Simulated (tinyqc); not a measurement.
What each parameter does: heterojunction of two tight-binding chains.

Left chain: hopping -t1, sites at 2 t1 (band bottom 0). Right chain: hopping -t2, sites at dE + 2 t2 (bottom dE). t = c/(m a^2), c = hbar^2/2m0. The bond across the interface is -tc with tc = f sqrt(t1 t2), and the last left site has the extra energy U. In a chain E = bottom + 2t (1 - cos(ka)); the surface Green function of a half chain is g = -exp(ika)/t, with Im k > 0 where cos(ka) > 1.

Constants: hbar^2/2m0 = 3.80998211 eV angstrom^2.

Values chosen for the exercise (masses and offset of the size met at InGaAs / InAlAs; not measured data): a = 5.65 angstrom (site spacing); m1 = 0.045 m0 (mass on the left); m2 = 0.074 m0 (mass on the right); dE = 0.48 eV (band offset); f = 1 (factor on the interface hopping); U = 0 eV (extra energy on the last left site); E = 0.523 eV (electron energy).

T = 4 Im(S1) Im(S2) |G|^2 with G = 1/(E - 2 t1 - U - S1 - S2), S1 = -t1 exp(i k1 a), S2 = -(tc^2/t2) exp(i k2 a).

Results for these values:
```
case       T    k1 a    k2 a
base  0.7783  0.4478  0.1635
```

What happens to each result for m2 = 0.0888 m0, all else kept?

Answer: T rises from 0.7783 to 0.8113; k1 a does not change at the printed digits; k2 a rises from 0.1635 to 0.1791.

The same for each parameter in turn:
```
case                    T    k1 a    k2 a
base               0.7783  0.4478  0.1635
m1 = 0.054 m0      0.7424  0.4914  0.1635
m2 = 0.0888 m0     0.8113  0.4478  0.1791
dE = 0.43 eV       0.9062  0.4478  0.2407
f = 0.9            0.6930  0.4478  0.1635
U = 0.2 eV         0.7940  0.4478  0.1635
a = 4.52 angstrom  0.7812  0.3571  0.1307
```

tinyqc: `OMP_NUM_THREADS=1 python tinyqc.py 1451261 1451262 out.jsonl`; about 0.01 s, one thread, shared Intel(R) Xeon(R) Processor @ 2.30GHz.
